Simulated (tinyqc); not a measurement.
Strain: hole subbands of a hard-walled well, four-band Luttinger model.

Hole energies are counted downwards from the unstrained band edge, c = hbar^2/2m0. After the usual block transformation one block is H = [[P + Q - Zs, R - i S], [R + i S, P - Q + Zs]] in (heavy, light), with P +/- Q = c [(g1 +/- g2) k^2 + (g1 -/+ 2 g2) kz^2], R = sqrt(3) c gR k^2, S = 2 sqrt(3) c g3 k kz, kz = -i d/dz; axial approximation gR = (g2 + g3)/2. Zs = b (e_par - e_perp) is the shear part of the strain (the hydrostatic part shifts all levels alike and is left out). Basis sqrt(2/L) sin(n pi z/L), n = 1 to N, for each component: kz^2 gives (n pi/L)^2 and the heavy-light block is R delta_nm - 2 sqrt(3) c g3 k D_nm with D_nm = 4 n m/(L (n^2 - m^2)) for n + m odd, 0 otherwise. The other block has the same levels. The split-off band is left out.

Constants: hbar^2/2m0 = 3.80998211 eV angstrom^2.

Inputs chosen for the exercise (near those of Ge; shifted at random, so the results belong to these values and not to a real crystal):

| symbol | value | unit | meaning |
|---|---|---|---|
| g1 | 13.36 |  | Luttinger gamma1 |
| g2 | 4.25 |  | gamma2 |
| g3 | 5.66 |  | gamma3 |
| L | 55 | angstrom | well width along [001] |
| Zlist | (-0.2655, -0.1489, -0.0828, -0.025, 0, 0.0559, 0.2556) | eV | shear strain energies (negative: tension in the plane, for b < 0) |

N = 20. dE is the rise of the top subband from k = 0 to k1 = pi/(4L), m1 = c k1^2/dE (dash if dE is not positive), and the heavy weight is taken at k = pi/L.

Top subband:

| Zs (eV) | HH1 (meV) | LH1 (meV) | dE (meV) | heavy weight | m1 (m0) |
|---|---|---|---|---|---|
| -0.2655 | 325.9 | 6.2 | 1.244 | 0.129 | 0.624 |
| -0.1489 | 209.3 | 122.8 | -3.404 | 0.245 | - |
| -0.0828 | 143.2 | 188.9 | 8.881 | 0.364 | 0.087 |
| -0.0250 | 85.4 | 246.7 | 10.457 | 0.507 | 0.074 |
| 0.0000 | 60.4 | 271.7 | 10.675 | 0.577 | 0.073 |
| 0.0559 | 4.5 | 327.6 | 11.024 | 0.728 | 0.070 |
| 0.2556 | -195.2 | 527.3 | 11.742 | 0.939 | 0.066 |

What does the comparison show?

HH1 and LH1 cross at Zs = -2 c g2 (pi/L)^2 = -0.1057 eV; for more negative Zs the light hole is on top. Among the rows with HH1 on top, m1 goes from 0.087 to 0.066 m0 as the splitting widens from 46 to 723 meV, against the unmixed 1/(g1 + g2) = 0.057: compression lightens the holes here. A dash marks a top subband whose hole energy at k1 lies below that at k = 0: an electron-like (negative) mass. m1 describes the neighbourhood of k = 0 only; where HH1 and LH1 lie close, the band may peak further out.

Program tinyqc; command `OMP_NUM_THREADS=1 python tinyqc.py 1281307 1281308 out.jsonl`; about 0.1 s on one thread of a shared Intel(R) Xeon(R) Processor @ 2.30GHz.
